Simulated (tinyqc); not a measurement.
Surface segregation during layer-by-layer epitaxy: two-layer exchange kinetics and the shape of quantum wells and delta layers. From one set of inputs to another, one input at a time. Computed by tinyqc, a small Python program. Command: `OMP_NUM_THREADS=1 python tinyqc.py 3020732 3020733 out.jsonl mbeseg ladder`. One thread of a shared host (Intel(R) Xeon(R) Processor @ 2.30GHz), about 0.03 s of CPU time with the checks.

Atoms A and B exchange only between the growing layer and the one below it. B is supplied for N layers, then pure A follows.

The inputs printed are set A. Set A is close to those used for indium in GaAs; the values taken over come from a set close to those used for germanium in silicon. Inputs not listed in the table keep their values of set A, so the rows need not describe a real material.

Inputs (values chosen for the exercise, close to those used for indium in GaAs):

| quantity | value | unit |
|---|---|---|
| barrier E1 for B to move up | 1.74 | eV |
| segregation energy E_s | 0.21 | eV |
| attempt frequency nu | 1 | THz |
| growth rate G | 0.28 | layers/s |
| share x0 of B in the flux during the well | 0.14 | - |
| layers in the well N | 10 | - |
| layer thickness | 2.83 | angstrom |
| temperature T | 440 | C |

Constants: k_B = 8.617333262e-05 eV/K.

Method:
- p1 = nu exp(-E1/(k_B T)) (B up, A down), p2 = nu exp(-(E1 + E_s)/(k_B T)) (B down); time per layer tau = 1/G; K = p1/p2.
- Temperatures in kelvin are T(C) + 273.15.
- Dilute equilibrium share passed up per layer R_eq = K/(1 + K).
- Each layer is deposited complete with B share x_dep and then exchanges for the time tau = 1/G with the layer below, whose share is b (total c = s + b fixed): ds/dt = p1 b (1 - s) - p2 s (1 - b), s(0) = x_dep. With the roots s1 < s2 of the right side, (s - s1)/(s - s2) = [(s(0) - s1)/(s(0) - s2)] exp(-(p1 - p2)(s2 - s1) tau). The lower layer is then buried with c - s, and s becomes the b of the next layer.
- In the dilute tail each layer passes up the share R = R_eq (1 - exp(-(p1 + p2) tau)); decay length = -layer thickness/ln R.
- Index 0 is the last layer of pure A below the well. Share of B outside the intended layers 1..N = 1 - (sum over 1..N)/(N x0).

Each row keeps all changes above it:

| input moved | from | to | decay length (angstrom) | peak share (largest buried share) | share of B outside the well |
|---|---|---|---|---|---|
| set A | - | - | 14.09 | 0.13735 | 0.23268 |
| growth rate G (layers/s) | 0.28 | 0.073 | 85.59 | 0.12646 | 0.49121 |
| temperature T (C) | 440 | 400 | 8.40 | 0.13910 | 0.16547 |
| share x0 of B in the flux during the well | 0.14 | 0.25 | 8.40 | 0.24972 | 0.13347 |
| segregation energy E_s (eV) | 0.21 | 0.27 | 8.63 | 0.24973 | 0.13456 |
| barrier E1 for B to move up (eV) | 1.74 | 1.61 | 298.59 | 0.24998 | 0.35162 |

Where does the difference come from?

Decay length goes from 14.1 to 299, a factor 21.2 in all. The largest single move comes from barrier E1 for B to move up (a factor 34.6), and temperature T works against it (a factor 0.0982). Peak share (largest buried share) goes from 0.137 to 0.250, a factor 1.82 in all. The largest single move comes from share x0 of B in the flux during the well (a factor 1.80), and growth rate G works against it (a factor 0.921). Share of B outside the well goes from 0.233 to 0.352, a factor 1.51 in all. The largest single move comes from temperature T (a factor 0.337), but it runs against the net change; the largest move in the direction of the net change is barrier E1 for B to move up (a factor 2.61). The single moves hold for this order of the switches; the total does not depend on the order.

Caution (rows set A, growth rate G, barrier E1 for B to move up): the floating layer fills towards saturation, so the dilute decay length holds only far out in the tail. Caution (all rows): two-layer exchange with complete layers is a simplification that can understate segregation at low temperature; desorption, step-edge exchange and surfactants are left out.

Extremes, crossings and ranges named in words are read from the listed rows.
